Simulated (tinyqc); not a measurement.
# Voltage acceleration of oxide breakdown, four models on the same data: lifetime against voltage in four models

Field E = V/tox in MV/cm. Models: ln(t63/1 s) = a - c X with X = E (E model), -1/E (1/E model), ln V (power law, c the exponent n) or sqrt(E).

a and c were fitted to stress data from 3.4 to 4.86 V. Project to Vu, multiply by exp[(Ea q/kB)(1/Tu - 1/Ts)] and by ks; ten years are 3.15576e8 s.

Parameters, values chosen for the exercise: oxide thickness tox = 3.8 nm; stress temperature Ts = 423 K; use temperature Tu = 358 K; activation energy Ea = 0.66 eV; factor for area and percentile ks = 2.2e-6.

Constants: q = 1.602176634e-19 C, kB = 1.380649e-23 J/K. Results are converted to the units shown.

```
model,c,a
E,3.64999,45.4671
1/E,409.651,-32.7447
power,38.9478,60.6071
sqrt E,23.8902,84.3420
```

Results:
```
Vu (V),"log10 years, E","log10 years, 1/E","log10 years, power","log10 years, sqrt E"
1.68,1.009,14.29,5.817,3.085
2.42,-2.078,1.986,-0.3564,-1.283
2.79,-3.621,-1.718,-2.763,-3.213
3.17,-5.206,-4.623,-4.923,-5.067
3.54,-6.750,-6.852,-6.790,-6.767
3.91,-8.293,-8.659,-8.472,-8.381
4.28,-9.837,-10.15,-10.00,-9.920
```

Estimate the missing row, Vu = 2.05 V.

Computed row:
```
Vu (V),"log10 years, E","log10 years, 1/E","log10 years, power","log10 years, sqrt E"
2.05,-0.5344,7.029,2.450,0.8019
```

With this row back in the table: The four agree within 0.32 decades in the last row, inside the stress range, and part by 13.3 decades in the first. The local exponent -d ln t/d ln V is c E for the E model, which shrinks as V falls, constant for the power law, and c/E for the 1/E model, which grows as V falls.

Range of the model: All four laws are empirical fits; none is established far below the stress range.

tinyqc, about 0.01 s, one thread, Intel Xeon 2.30GHz (shared host): `OMP_NUM_THREADS=1 python tinyqc.py 2070111 2070112 out.jsonl`
